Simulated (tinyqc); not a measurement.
Square-lattice Ising model by mean field, Bethe lattice, transfer matrix, exact enumeration and Monte Carlo steps. From <|m|>, cell back to coupling J. Computed by tinyqc, a small Python program. Command: `OMP_NUM_THREADS=1 python tinyqc.py 3009212 3009213 out.jsonl ising inv`. One thread of a shared host (Intel(R) Xeon(R) Processor @ 2.30GHz), about 0.03 s of CPU time with the checks.

H = -J sum over nearest pairs s_i s_j, s = +-1, no field, periodic boundaries; energies per site are in J. As a lattice gas or an alloy, s marks which species holds the site.

Inputs (values chosen for the exercise, for a model lattice): temperature T = 1470 K.

Enumerated cell: 3 x 5.

States of the 3 x 5 cell:
```
E (J)  |M|  count
-30     15      2
-22     13     30
-18      3     10
-18      9     10
-18     11     60
-14      1     60
-14      5     60
-14      7     90
-14      9    150
-14     11    150
-10      1    180
-10      3    330
-10      5    276
-10      7    390
-10      9    450
-6       1   1020
-6       3   1030
-6       5   1260
-6       7   1140
-6       9    300
-2       1   3150
-2       3   2850
-2       5   2220
-2       7    870
2        1   4170
2        3   3480
2        5   1590
2        7    240
6        1   2940
6        3   1590
6        5    540
10       1   1020
10       3    660
10       5     60
14       1    330
14       3     60
```

Constants: k_B = 8.617333262e-05 eV/K.

Method. K = J/(k_B T). Onsager: k_B T_c/J = 2/ln(1 + sqrt 2); mean field: 4; Bethe lattice with z = 4: 2/ln 2. Weights count x exp(-K E); N = 15; u = <E>/N, c = K^2 (<E^2> - <E>^2)/N in k_B, Binder U = 1 - <M^4>/(3 <M^2>^2).

Task: A run gave the result below. Find the coupling J, known to lie between 23 and 37 meV.

<|m|>, cell = 0.3558965

Result:

Each step takes the trial c = (a f_b - b f_a)/(f_b - f_a), f being the result less the target and a, b, c the logarithms of the listed values; c replaces end b, the old b replaces a if the sign of f changed, and otherwise f_a is halved.

Scan of the range:
```
coupling J (meV)  <|m|>, cell
23.0                 0.332718
24.9                 0.349714
26.9                 0.369375
29.2                 0.394450
31.6                 0.423660
34.2                 0.459005
37.0                 0.501366
```

False position (Illinois rule, in the logarithm of the input) inside the bracket:
```
step    end a    end b    trial  <|m|>, cell
1     24.9000  26.9000  25.5123     0.355533
2     26.9000  25.5123  25.5479     0.355876
3     26.9000  25.5479  25.5519     0.355915
4     25.5479  25.5519  25.5500     0.355896
5     25.5519  25.5500  25.5500     0.355897
```

<|m|>, cell rises at every point of a 13-point scan of the range (every second point is shown), so one value fits; it is bracketed by 24.9 and 26.9. Answer: coupling J = 25.55 meV.
